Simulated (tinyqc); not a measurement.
Global model of a low-pressure process discharge: electron temperature, density, ion flux and ion energy: one step, computed by the program tinyqc. Command: `OMP_NUM_THREADS=1 python tinyqc.py 3113335 3113336 out.jsonl plasma walk`. One thread of a shared host (Intel(R) Xeon(R) Processor @ 2.30GHz), about 0.01 s of CPU time with the checks.

Maxwellian electrons with temperature T_e in eV, one positive ion, no negative ions, uniform bulk density n; rate constants have the Arrhenius form.

Task: Biased electrode. All bias power goes to ions: V_b = P_b/(J pi r^2). Debye length at the sheath edge lambda_D = sqrt(eps_0 T_e/(e h_L n)); Child-law sheath s = (sqrt2/3) lambda_D (2 V/T_e)^(3/4), V = V_b + V_s; ion transit time tau_i = 3 s sqrt(M/(2 e V)); collisions in the sheath s/lambda_i.

Inputs (values chosen for the exercise, of the order of those of an inductive discharge in a simple atomic gas):
```
quantity                        value  unit
ion mass M                         19     u
gas temperature T_g               500     K
bias power P_b                    110     W
radius of the biased electrode    7.5    cm
bias frequency                      2   MHz
```

ion current density J = 10.11281 mA/cm^2

T_e = 2.707163 eV

h_L = 0.2594039

plasma density n = 6.562570e+11 1/cm^3

wall potential V_s = 11.66075 V

ion mean free path = 0.3691575 cm

Constants: eps_0 = 8.8541878128e-12 F/m; e = 1.602176634e-19 C; u = 1.6605390666e-27 kg.

Give: bias voltage V_b; lambda_D; sheath width s; ion transit time; transit time over bias period; s/lambda_i.

Result:

bias voltage V_b = 61.55 V

lambda_D = 29.64 micrometre

sheath width s = 0.2787 mm

ion transit time = 30.66 ns

transit time over bias period = 0.06133

s/lambda_i = 0.07550

Ions cross within a small part of a period and sample the instantaneous voltage: a broad, two-peaked energy distribution. The sheath is nearly free of collisions.
